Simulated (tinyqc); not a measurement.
Hubbard chain of 2 sites, step by step. Computed by tinyqc, a small Python program that keeps every step. Settings: hopping = 0.54, U = 2.1, mixing = 0.2, iteration cap = 52. Command: `OMP_NUM_THREADS=1 python tinyqc.py 22108 22109 out.jsonl` (the two numbers bound the seeds that draw the settings). One thread of a shared host (Intel(R) Xeon(R) Processor @ 2.60GHz), about 0.2 s of CPU time with the checks. Later iterations appear only in the table of the cycle.

## Mean-field iteration 1

one-body matrix (hopping and site energies) (eV):
```
           1          2
1   0.000000  -0.540000
2  -0.540000   0.000000
```

U = 2.100000 eV

electrons, up and down: 1  1

mixing = 0.200000

n(up) at the start (a guess, not normalised): 1 0.550000, 2 0.450000

n(down) at the start (a guess): 1 0.450000, 2 0.550000

H(up) = T + U n(down), H(down) = T + U n(up); fill the lowest levels; n(new) = n + mixing (n(out) - n); E = tr T (rho up + rho down) + U sum n_up n_down of the output.

levels, up (eV): 0.499886  1.600114

levels, down (eV): 0.499886  1.600114

energy = -0.048397 eV

n(up) after iteration 1: 1 0.559087, 2 0.440913

n(down) after iteration 1: 1 0.440913, 2 0.559087

## Mean-field iteration 2

As before.

levels, up (eV): 0.495927  1.604073

levels, down (eV): 0.495927  1.604073

energy = -0.055229 eV

n(up) after iteration 2: 1 0.569664, 2 0.430336

n(down) after iteration 2: 1 0.430336, 2 0.569664

## Convergence

Each step fills the lowest levels of T + U n(other spin) and sets n(new) = n + mixing (n(out) - n); stop when output and input agree to 1e-8.

Course of the cycle:
```
iteration       E (eV)  largest |n(out) - n(in)|  mean |n_up - n_down|
1          -0.04839741                  4.54e-02              0.190870
2          -0.05522919                  5.29e-02              0.223946
3          -0.06421860                  6.11e-02              0.261490
4          -0.07575030                  6.98e-02              0.303413
5          -0.09006972                  7.88e-02              0.349260
6          -0.10714814                  8.75e-02              0.398130
7          -0.12656282                  9.52e-02              0.448669
8          -0.14746409                  1.01e-01              0.499195
9          -0.16868794                  1.06e-01              0.547937
10         -0.18900085                  1.07e-01              0.593335
11         -0.20737631                  1.06e-01              0.634275
...                ...                       ...                   ...
42         -0.27771001                  1.67e-03              0.856405
43         -0.27771117                  1.43e-03              0.856584
44         -0.27771202                  1.22e-03              0.856737
45         -0.27771264                  1.04e-03              0.856867
46         -0.27771309                  8.88e-04              0.856978
47         -0.27771341                  7.58e-04              0.857072
48         -0.27771365                  6.46e-04              0.857153
49         -0.27771382                  5.51e-04              0.857221
50         -0.27771395                  4.70e-04              0.857280
51         -0.27771404                  4.01e-04              0.857330
52         -0.27771411                  3.42e-04              0.857372
```

Not converged within 52 iterations: the residual falls steadily but slowly, by a factor of about 0.85 a step. The lowest mean-field energy found from random starts is -0.27771 eV. Reruns (cap 100 unless said): mixing 0.5: converged in 43 (E = -0.27771); mixing 0.9: converged in 20 (E = -0.27771); the original settings with a cap of 400: converged in 118 (E = -0.27771).

## The many-body Hamiltonian

Basis: all placements (u, d, 2, 0 on each site), up operators ordered before down ones; hops carry the sign of the same-spin electrons passed.

H (eV):
```
           20         ud         du         02
20   2.100000  -0.540000  -0.540000   0.000000
ud  -0.540000   0.000000   0.000000  -0.540000
du  -0.540000   0.000000   0.000000  -0.540000
02   0.000000  -0.540000  -0.540000   2.100000
```

## Exact diagonalisation (4 states)

Lowest levels of the sector, and the double occupancy of the lowest state.

lowest levels (eV): -0.456287  0.000000  2.100000  2.556287

double occupancy per site = 0.075730
